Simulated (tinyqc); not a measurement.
# Threshold of a short bulk MOSFET: charge sharing, barrier lowering, narrow width, step by step

Program tinyqc, `OMP_NUM_THREADS=1 python tinyqc.py 2002043 2002044 out.jsonl`; Intel Xeon 2.30GHz, shared host, one thread, about 0.01 s. Printed values are rounded.

n-channel device on a p-type body, depletion approximation, full ionisation. Uniform doping N = Na. Vbi from Boltzmann statistics is rough for the degenerate source. Cox = eps0 eox/tox.

Parameters, values chosen for the exercise; band and dielectric values close to those of silicon:
- T = 300 K (temperature)
- Eg = 1.13 eV (band gap)
- eps_r = 11.8 (relative permittivity)
- Nc = 2.79e19 cm^-3 (conduction-band density of states at T)
- Nv = 2.64e19 cm^-3 (valence-band density of states at T)
- eox = 9.24 (relative permittivity of the gate insulator (close to aluminium oxide))
- tox = 4 nm (insulator thickness)
- Na = 1.6e17 cm^-3 (channel doping)
- Nsd = 1e20 cm^-3 (source and drain doping)
- Vfb = -0.92 V (flat-band voltage for the doping Na)
- xj = 100 nm (junction depth)
- Vbs = 0 V (body-source voltage)
- Vds = 1.2 V (drain-source voltage)
- W = 340 nm (gate width)
- xw = 1.5708 (shape factor of the fringing depletion at the width edges)
- L = 260 nm (channel length)

Constants: q = 1.602176634e-19 C, kB = 1.380649e-23 J/K, Vt = kB T/q, eps0 = 8.8541878128e-14 F/cm where lengths are in cm. Results are converted to the units shown.

## Long-channel threshold and scales

ni = sqrt(Nc Nv) exp(-Eg/(2 Vt)), Eg in volts; 2 pB = 2 Vt ln(N/ni); flat band Vfb - Vt ln(N/Na); Wd = sqrt(2 eps0 eps_r (2 pB - Vbs)/(q N)); body term q N Wd/Cox; long-channel VT0 = flat band + 2 pB + body term; Vbi = Vt ln(N Nsd/ni^2); scale length l = sqrt((eps_r/eox) tox Wd).

N = 1.6e17 cm^-3
2 pB = 0.8645735 V
flat band = -0.92 V
Wd = 83.94912 nm
body term = 0.1052170 V
VT0 = 0.04979052 V
Vbi = 1.031002 V
l = 20.70824 nm

## Short-channel and narrow-width shifts

Charge sharing (trapezoid; it ignores Vds): F = (xj/L)(sqrt(1 + 2 Wd/xj) - 1), lowering = body term times F. Barrier lowering: th = exp(-L/(2 l)) + 2 exp(-L/l), lowering = th [2 (Vbi - 2 pB) + Vds], DIBL = th. Narrow width: rise = body term times xw Wd/W. VT by each model = VT0 - lowering + rise.

F = 0.2449076
lowering by charge sharing = 25.76844 mV
th = 0.001884774
lowering of the barrier = 2.889090 mV
DIBL = 1.884774 mV/V
narrow-width rise = 40.80787 mV
VT, charge sharing = 0.06482996 V
VT, barrier lowering = 0.08770930 V

L is 12.6 scale lengths. The charge-sharing lowering is 8.92 times the barrier lowering; the first falls off as 1/L and the second exponentially. Both describe the same loss of gate control, so they are alternatives and are not added.
